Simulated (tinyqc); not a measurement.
Crystallisation kinetics and data retention of a phase-change cell: one step of the calculation.

Johnson-Mehl-Avrami-Kolmogorov law X = 1 - exp(-y^n), y = integral of k dt, k = (1/100 s) exp[-(Ec q/kB)(1/T - 1/T1)].

Question. A heating ramp. T rises at the rate b. Start with y = k (kB Ta^2/(q Ec))/b, the integral from cold to Ta to leading order; over each step k is taken as exponential in T, so y gains (dT/b)(k2 - k1)/ln(k2/k1). dX/dt = n y^(n - 1) k exp(-y^n), listed as 0 once y^n exceeds 23.

Parameters, values chosen for the exercise; values of the order of Ge-Sb-Te and related chalcogenides:
- Ec = 2.71 eV (activation energy of crystallisation)
- T1 = 432 K (temperature at which the rate k is 1/(100 s))
- n = 2.5 (Avrami exponent)
- b = 5 K/min (heating rate)
- Ta = 398 K (start of the ramp table)
- dT = 6 K (step of the table)
- m = 10 (steps)

Constants: q = 1.602176634e-19 C, kB = 1.380649e-23 J/K. Results are converted to the units shown.

Find: T; k; y; X; dX/dt.

Answer.

```
point  T (K)   k (1/s)         y         X  dX/dt (1/s)
0        398  1.992e-5  0.001204  5.028e-8     2.080e-9
1        404  6.439e-5  0.003933  9.699e-7     3.970e-8
2        410  2.012e-4   0.01258  1.774e-5     7.094e-7
3        416  6.082e-4   0.03907  3.016e-4     1.174e-5
4        422  0.001782    0.1177  0.004739     1.789e-4
5        428  0.005064    0.3439   0.06701     0.002382
6        434   0.01399    0.9763    0.6100      0.01315
7        440   0.03757     2.695     1.000     2.767e-6
8        446   0.09827     7.240     1.000            0
9        452    0.2506     18.95     1.000            0
10       458    0.6234     48.40     1.000            0
```

Range of the model: One Arrhenius rate is assumed; incubation, growth from the boundary and the non-Arrhenius kinetics of the supercooled liquid are left out.

Numbers from tinyqc (`OMP_NUM_THREADS=1 python tinyqc.py 2490011 2490012 out.jsonl`; about 0.02 s on one thread of a shared Intel Xeon 2.30GHz).
